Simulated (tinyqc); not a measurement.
## Free and trapped electrons in a MOS channel with a dense trap tail: free and trapped charge against gate voltage

p-type body, charge-sheet picture, full ionisation (an idealisation for deep acceptors), Boltzmann statistics for free electrons. e = Ec - EF at the surface. Acceptor-like traps of density D(E) = D0 + De exp(-E/Ew) at depth E below Ec, from 0 to Eu, hold n_t = integral of D(E)/(1 + exp((e - E)/Vt)). psi = Eg - Vt ln(Nv/Na) - e; N_dep = sqrt(2 eps0 eps_r Na (psi - Vt)/q); n_f = sqrt(N_dep^2 + 2 eps0 eps_r Vt Nc exp(-e/Vt)/q) - N_dep; Vg = Vfb + psi + q (N_dep + n_t + n_f)/Cox, Cox = eps0 eox/tox.

Free share n_f/(n_f + n_t); swing ln 10 n_f/(dn_f/dVg); field-effect mobility mf q (dn_f/dVg)/Cox, for a constant mf; oxide field q (N_dep + n_t + n_f)/(eps0 eox).

Inputs (values chosen for the exercise); band and dielectric values close to those of 4H silicon carbide: temperature T = 300 K; band gap Eg = 3.23 eV; relative permittivity eps_r = 9.59; conduction-band density of states at T Nc = 1.71e19 cm^-3; valence-band density of states at T Nv = 2.53e19 cm^-3; relative permittivity of the insulator eox = 3.9; insulator thickness tox = 61 nm; acceptor density Na = 2e17 cm^-3; flat-band voltage without trapped charge Vfb = -2.75 V; constant background density of acceptor-like traps D0 = 1.9e11 cm^-2 eV^-1; density of the tail at the conduction edge De = 4.2e12 cm^-2 eV^-1; decay energy of the tail Ew = 0.06 eV; depth below Ec down to which the traps reach Eu = 0.83 eV; mobility of free electrons mf = 200 cm^2/(V s).

Constants: q = 1.602176634e-19 C, kB = 1.380649e-23 J/K, Vt = kB T/q, eps0 = 8.8541878128e-14 F/cm where lengths are in cm. Results are converted to the units shown.

Result of one run:
```
e (eV),n_f (cm^-2),n_t (cm^-2),free share (%),swing (mV/decade),field-effect mobility (cm^2/(V s)),oxide field (MV/cm)
0.003073,7.147e11,3.527e11,66.95,5076,183.5,1.680
```

Which gate voltage Vg gave this result: 7.1, 8.2, 9.4, 10.6 or 15.2 V?

Vg = 10.6 V.

The whole series:
```
Vg (V),e (eV),n_f (cm^-2),n_t (cm^-2),free share (%),swing (mV/decade),field-effect mobility (cm^2/(V s)),oxide field (MV/cm)
7.1,0.3406,1.843e6,9.418e10,0.001957,169.8,0.01415,1.162
8.2,0.07713,4.658e10,2.299e11,16.85,679.8,89.30,1.299
9.4,0.02404,3.405e11,3.190e11,51.64,2670,166.2,1.487
10.6,0.003073,7.147e11,3.527e11,66.95,5076,183.5,1.680
11.7,-0.009159,1.078e12,3.687e11,74.51,7409,189.6,1.858
12.9,-0.01909,1.484e12,3.792e11,79.65,1.002e4,192.9,2.053
14.1,-0.02700,1.895e12,3.860e11,83.08,1.268e4,194.8,2.249
15.2,-0.03310,2.275e12,3.903e11,85.35,1.514e4,195.9,2.428
16.4,-0.03887,2.691e12,3.938e11,87.23,1.783e4,196.7,2.624
```

n_f reaches 1e11 cm^-2 at Vg = 8.48 V, against 7.74 V without traps. The free share rises from 0.00196 to 87.2 % and the field-effect mobility rises from 0.0141 to 197 cm^2/(V s), although mf = 200 is constant: in the last row 98.3 % of Cox dVg goes into free electrons. The swing in the first row is 170 mV a decade (Vt ln 10 = 59.5). For Vg = 9.4, 10.6, 11.7, 12.9, 14.1, 15.2, 16.4 EF lies less than 2 Vt below the band edge, or above it, where degeneracy and confinement, left out, matter.

Computed by the program tinyqc: `OMP_NUM_THREADS=1 python tinyqc.py 2222062 2222063 out.jsonl`, one thread of a shared Intel Xeon 2.30GHz, about 0.02 s for the whole run.
